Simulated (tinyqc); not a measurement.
## Trap density from two Hall measurements

Problem. p-type body, charge-sheet picture, full ionisation (an idealisation for deep acceptors), Boltzmann statistics for free electrons. e = Ec - EF at the surface. psi = Eg - Vt ln(Nv/Na) - e; N_dep = sqrt(2 eps0 eps_r Na (psi - Vt)/q); n_f = sqrt(N_dep^2 + 2 eps0 eps_r Vt Nc exp(-e/Vt)/q) - N_dep; Vg = Vfb + psi + q (N_dep + n_t + n_f)/Cox, Cox = eps0 eox/tox. Find e and n_t at both points and the mean trap density between them.

Parameters, values chosen for the exercise; band and dielectric values close to those of 4H silicon carbide:
```
symbol,value,unit,meaning
T,300,K,temperature
Eg,3.2,eV,band gap
eps_r,9.78,,relative permittivity
Nc,1.69e19,cm^-3,conduction-band density of states at T
Nv,2.51e19,cm^-3,valence-band density of states at T
eox,3.9,,relative permittivity of the insulator
tox,58,nm,insulator thickness
Na,3.4e16,cm^-3,acceptor density
Vfb,-2.21,V,flat-band voltage without trapped charge
```

Constants: q = 1.602176634e-19 C, kB = 1.380649e-23 J/K, Vt = kB T/q, eps0 = 8.8541878128e-14 F/cm where lengths are in cm. Results are converted to the units shown.

Vg (V): [3.5700931, 4.0035032]
free sheet density from the Hall effect (cm^-2): [1.0551529e9, 2.4529078e10]

Solution. Each n_f fixes e; what the gate voltage holds beyond psi, N_dep and n_f is trapped; the difference quotient is the density, smeared over a few Vt.

e (eV): [0.199, 0.117]
n_t (cm^-2): [7.99e10, 1.72e11]
mean trap density = 1.13e12 cm^-2 eV^-1

Computed by the program tinyqc: `OMP_NUM_THREADS=1 python tinyqc.py 2222112 2222113 out.jsonl`, one thread of a shared Intel Xeon 2.30GHz, about 0.02 s for the whole run.
